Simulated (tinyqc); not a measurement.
# Surface potential of a MOS transistor: implicit equation and explicit approximations: what changes with what

p-type body, charge-sheet picture, depletion and inversion only, full ionisation (an idealisation for deep acceptors), Boltzmann statistics (rough once Na exp(x - xn) passes about Nc/7). In units of Vt: xg = (Vg - Vfb)/Vt, x = psi/Vt, G = gamma/sqrt(Vt), xn = (2 phiF + Vc)/Vt. The implicit equation is (xg - x)^2 = G^2 [x - 1 + exp(x - xn)] for x above about 3. Cox = eps0 eox/tox.

Inputs (values chosen for the exercise); band and dielectric values close to those of silicon: temperature T = 400 K; band gap Eg = 1.11 eV; relative permittivity eps_r = 11.5; conduction-band density of states at T Nc = 4.23e19 cm^-3; valence-band density of states at T Nv = 4.05e19 cm^-3; relative permittivity of the gate insulator (close to zirconium oxide) eox = 25.3; insulator thickness tox = 6.6 nm; acceptor density Na = 1.5e18 cm^-3; flat-band voltage Vfb = -0.96 V; channel-body voltage Vc = 0 V; gate-body voltage Vg = -0.11 V.

Constants: q = 1.602176634e-19 C, kB = 1.380649e-23 J/K, Vt = kB T/q, eps0 = 8.8541878128e-14 F/cm where lengths are in cm. Results are converted to the units shown.

Each table varies one quantity; the others keep the values above.

## Accuracy of the approximations against gate voltage

ni = sqrt(Nc Nv) exp(-Eg/(2 Vt)), Eg in volts; phiF = Vt ln(Na/ni); gamma = sqrt(2 q eps0 eps_r Na)/Cox; VT = Vfb + Vt (xn + G sqrt(xn - 1)). Depletion value a = 1 + [sqrt(G^2/4 + xg - 1) - G/2]^2; inversion value b = xn + ln[(xg - xn)^2/G^2 - xn + 1] and first guess y = min(a, b) - ln(1 + exp(-|a - b|)) if a > xn + 1, else b = y = a; one second-order correction with D = exp(y - xn), p = 2 (xg - y) + G^2 (1 + D), w = (xg - y)^2 - G^2 (y - 1 + D): z = y + 2 w/(p + sqrt(p^2 - 2 (2 - G^2 D) w)), or the Newton step z = y + w/p where the root is not real. N_inv = (Cox Vt G/q) [sqrt(x - 1 + exp(x - xn)) - sqrt(x - 1)] at the root. Lambert form (Cox m Vt/q) W0[(G/(2 m sqrt(xn - 1))) exp((Vg - VT)/(m Vt))], m = 1 + G/(2 sqrt(xn - 1)). Errors under 1e-4 mV, and the linear form below VT, are printed as 0.

Results:

| Vg (V) | psi (V) | x - xn | error of y (mV) | error of z (mV) | N_inv (cm^-2) | Cox (Vg - VT)/q (cm^-2) | Lambert form (cm^-2) |
|---|---|---|---|---|---|---|---|
| -0.29 | 0.5256 | -10.32 | 1.46e-4 | 0 | 3.539e6 | 0 | 2.341e6 |
| -0.09 | 0.7016 | -5.212 | 0.0210 | 0 | 5.019e8 | 0 | 4.319e8 |
| 0.11 | 0.8773 | -0.1144 | 3.08 | -3.55e-4 | 7.245e10 | 0 | 7.290e10 |
| 0.51 | 1.039 | 4.581 | 26.6 | 7.27 | 4.750e12 | 8.453e12 | 5.098e12 |
| 0.71 | 1.067 | 5.386 | 20.9 | -2.56 | 8.338e12 | 1.269e13 | 8.884e12 |
| 0.91 | 1.087 | 5.962 | 17.4 | -1.21 | 1.211e13 | 1.693e13 | 1.282e13 |
| 1.11 | 1.102 | 6.411 | 15.0 | -0.706 | 1.599e13 | 2.116e13 | 1.684e13 |
| 1.31 | 1.115 | 6.780 | 13.3 | -0.457 | 1.993e13 | 2.540e13 | 2.090e13 |

Estimate the missing row, Vg = 0.31 V.

Computed row:

| Vg (V) | psi (V) | x - xn | error of y (mV) | error of z (mV) | N_inv (cm^-2) | Cox (Vg - VT)/q (cm^-2) | Lambert form (cm^-2) |
|---|---|---|---|---|---|---|---|
| 0.31 | 0.9922 | 3.216 | 27.4 | -6.40 | 1.613e12 | 4.216e12 | 1.736e12 |

With this row back in the table: psi rises from 0.526 to 1.11 V and ends 6.8 Vt above 2 phiF + Vc. Among the rows the first guess is off by at most 27 mV (at Vg = 0.31 V) and the corrected value by at most 7.3 mV. In the last row the linear form is 27 % above N_inv and the Lambert form 4.9 % above it; in the first row the Lambert form is 34 % below it. For Vg = 0.31, 0.51, 0.71, 0.91, 1.11, 1.31 the electron quasi-Fermi level lies less than 2 Vt below the band edge at the surface, or above it, where degeneracy and confinement, left out, matter.

## Effect of the acceptor density at fixed gate voltage

Same model as above.

Vfb is held fixed.

Results:

| Na (cm^-3) | psi (V) | x - xn | error of y (mV) | error of z (mV) | N_inv (cm^-2) | Cox (Vg - VT)/q (cm^-2) | Lambert form (cm^-2) |
|---|---|---|---|---|---|---|---|
| 5e16 | 0.7873 | 4.074 | 24.1 | -1.60 | 6.375e11 | 3.680e12 | 8.128e11 |
| 9.7e16 | 0.7895 | 2.815 | 11.1 | -0.0664 | 3.160e11 | 2.436e12 | 3.670e11 |
| 1.9e17 | 0.7817 | 1.243 | 1.84 | -1.06e-4 | 1.034e11 | 1.050e12 | 1.097e11 |
| 3.6e17 | 0.7627 | -0.5861 | 1.06 | 0 | 2.388e10 | 0 | 2.371e10 |
| 1.3e18 | 0.6941 | -5.144 | 0.0213 | 0 | 5.034e8 | 0 | 4.342e8 |
| 2.6e18 | 0.6390 | -8.129 | 1.51e-3 | 0 | 3.757e7 | 0 | 2.818e7 |
| 5e18 | 0.5737 | -11.33 | 0 | 0 | 2.241e6 | 0 | 1.329e6 |

Estimate the missing row, Na = 6.9e17 cm^-3.

Computed row:

| Na (cm^-3) | psi (V) | x - xn | error of y (mV) | error of z (mV) | N_inv (cm^-2) | Cox (Vg - VT)/q (cm^-2) | Lambert form (cm^-2) |
|---|---|---|---|---|---|---|---|
| 6.9e17 | 0.7330 | -2.750 | 0.170 | 0 | 3.902e9 | 0 | 3.643e9 |

With this row back in the table: As Na goes from 5e16 to 5e18, psi goes from 0.787 through a maximum of 0.790 (at Na = 9.7e16 among the rows listed) to 0.574 V, x - xn falls from 4.07 to -11.3 and N_inv falls from 6.38e11 to 2.24e6 cm^-2. The Lambert form lies between 0.593 and 1.27 times N_inv.

Program tinyqc, `OMP_NUM_THREADS=1 python tinyqc.py 2122116 2122117 out.jsonl`; Intel Xeon 2.30GHz, shared host, one thread, about 0.01 s.
